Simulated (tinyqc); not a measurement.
# Changing the salt concentration c

Model: a particle near a wafer in liquid: double-layer and van der Waals forces (DLVO), deposition barrier and removal. Computed by tinyqc, a small Python program. Command: `OMP_NUM_THREADS=1 python tinyqc.py 3111636 3111637 out.jsonl dlvo sweep`. One thread of a shared host (Intel(R) Xeon(R) Processor @ 2.30GHz), about 0.01 s of CPU time with the checks.

Sphere and flat wall, Derjaguin approximation, constant potentials in the linear-superposition form, no retardation and no hydration force.

Inputs (values chosen for the exercise, of the order of those for silica on silicon in water): particle radius R = 160 nm; Hamaker constant A = 1.2e-20 J; potential of the particle psi_1 = -39 mV; potential of the wafer psi_2 = -63 mV; valence z of the symmetric salt = 2; temperature T = 298 K; dielectric constant of the liquid = 78.4.

Constants: e = 1.602176634e-19 C; N_A = 6.02214076e+23 1/mol; eps_0 = 8.8541878128e-12 F/m; k_B = 1.380649e-23 J/K; k_B = 8.617333262e-05 eV/K.

Method:
- kappa^2 = 2 z^2 e^2 N_A (1000 c)/(eps eps_0 k_B T); gamma_i = tanh(z e psi_i/(4 k_B T)); Z = 64 pi eps eps_0 (k_B T/(z e))^2 gamma_1 gamma_2.
- U(h) = Z R exp(-kappa h) - A R/(6 h); F(h) = -dU/dh = kappa Z R exp(-kappa h) - A R/(6 h^2), positive for repulsion.
- F = 0 reads x^2 exp(-x) = y with x = kappa h and y = A kappa/(6 Z); the left side peaks at x = 2 with 4/e^2 = 0.5413, so roots exist for smaller y: x < 2 is the barrier, x > 2 the secondary minimum.

One run for each value; columns: (1) salt concentration c (mol/L); (2) barrier height (k_B T); (3) energy at the secondary minimum (k_B T); (4) Debye length (nm); (5) position of the barrier (nm):
```
(1)          (2)      (3)     (4)     (5)
1.00e-05  427.43   -0.141  48.056  2.8675
3.00e-05  410.36   -0.259  27.745  2.2004
1.00e-04  385.72   -0.509  15.197  1.6526
3.00e-04  356.24   -0.949   8.774  1.2792
1.00e-03  314.13   -1.892   4.806  0.9740
3.00e-03  264.56   -3.591   2.775  0.7680
1.00e-02  195.48   -7.365   1.520  0.6037
3.00e-02  117.35  -14.500   0.877  0.5001
1.00e-01   16.37  -31.814   0.481  0.4398
```

What does the table show?

Over the rows, barrier height (k_B T) falls from 427 to 16.4 (exponent d ln y / d ln x -0.037 between the first rows and -1.6 between the last); energy at the secondary minimum (k_B T) falls from -0.141 to -31.8 (exponent d ln y / d ln x 0.56 between the first rows and 0.65 between the last); Debye length (nm) falls from 48.1 to 0.481 (exponent d ln y / d ln x about -0.50 throughout).  Left out: 0.300, 1.00 (a listed quantity is not defined there).

Extremes, crossings and ranges named in words are read from the listed rows.
